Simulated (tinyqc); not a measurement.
# Changing the base width W

Model: minority-electron transport through the base of a bipolar transistor (Moll-Ross and Kroemer integrals). Computed by tinyqc, a small Python program. Command: `OMP_NUM_THREADS=1 python tinyqc.py 3030757 3030758 out.jsonl base sweep`. One thread of a shared host (Intel(R) Xeon(R) Processor @ 2.30GHz), about 0.01 s of CPU time with the checks.

Low injection, one dimension, x from the emitter edge (0) to the collector edge (W), s = x/W. Recombination is treated as a small correction (valid for tau_B well below tau_n), computed from the stored charge.

Inputs (values chosen for the exercise, modelled on GaAs):
```
quantity                                     value        unit
intrinsic density n_i at the emitter edge  2.1e+06      1/cm^3
base doping at the emitter edge N_0        1.9e+19      1/cm^3
mu_min                                         750  cm^2/(V s)
mu_max                                        6730  cm^2/(V s)
N_ref                                      1.3e+17      1/cm^3
saturation velocity v_s                        0.8    1e7 cm/s
electron lifetime tau_n                         15          ns
emitter Gummel number G_E                  2.4e+14      s/cm^4
base-emitter voltage V_BE                        1           V
temperature T                                  300           K
gap narrowing across the base dE_g             180         meV
```

Base doping profile: uniform. Gap grading: linear. Exit of the base: saturation velocity.

Constants: k_B = 8.617333262e-05 eV/K; e = 1.602176634e-19 C.

Method:
- N(x) = N_0; n_i(x)^2 = n_i^2 exp(s dE_g/k_B T); D(x) = (k_B T/e) mu, mu = mu_min + (mu_max - mu_min)/(1 + (N/N_ref)^0.7).
- With y(x) = N n_i^2/(D n_i(x)^2): base Gummel number G_B = int_0^W y dx + N(W) n_i^2/(v_s n_i(W)^2); J_C = e n_i^2 exp(e V_BE/k_B T)/G_B; n(x) = (J_C/e)(n_i(x)^2/(N n_i^2)) [int_x^W y dx + the same exit term]; transit time tau_B = (e/J_C) int n dx; trapezoid rule on 401 even points.
- Emitter-limited gain beta_E = G_E/G_B; recombination-limited gain beta_R = tau_n/tau_B; 1/beta = 1/beta_E + 1/beta_R; f_T from the base alone = 1/(2 pi tau_B).

One run for each value; columns: (1) base width W (nm); (2) base transit time tau_B (ps); (3) current gain beta; (4) f_T from the base alone (GHz); (5) mean velocity W/tau_B (1e7 cm/s); (6) share of the exit term in G_B (%):
```
(1)          (2)     (3)         (4)     (5)     (6)
10    2.3069e-02  2062.5  6.8991e+03  4.3349  1.9380
18    4.8915e-02  1155.1  3.2537e+03  3.6799  1.0860
32    1.0995e-01   652.2  1.4475e+03  2.9103  0.6138
56    2.6140e-01   373.0  6.0886e+02  2.1423  0.3517
100   6.9262e-01   208.5  2.2979e+02  1.4438  0.1972
180   1.9858e+00   115.3  8.0147e+01  0.9064  0.1097
320   5.8297e+00    64.2  2.7301e+01  0.5489  0.0617
560   1.7100e+01    36.1  9.3072e+00  0.3275  0.0353
1000  5.3119e+01    19.6  2.9962e+00  0.1883  0.0198
```

Over the rows, base transit time tau_B (ps) rises from 0.0231 to 53.1 (exponent d ln y / d ln x 1.3 between the first rows and 2.0 between the last); current gain beta falls from 2060 to 19.6 (exponent d ln y / d ln x -0.99 between the first rows and -1.1 between the last); f_T from the base alone (GHz) falls from 6900 to 3.00 (exponent d ln y / d ln x -1.3 between the first rows and -2.0 between the last). At the high end the exponent of base transit time tau_B is 1.95, close to 2: diffusion, or drift in a field proportional to 1/W. The exponent of current gain beta stays between -1.05 and -0.99, near -1: emitter-limited gain, or recombination with a transit time limited by the exit velocity.

Caution (rows 10.0, 18.0, 32.0, 56.0, 100, 180): the mean velocity exceeds v_s, so drift-diffusion with a low-field mobility overstates the speed. Caution (rows 10.0, 18.0): the base is only a few mean free paths wide, so transport is partly ballistic.
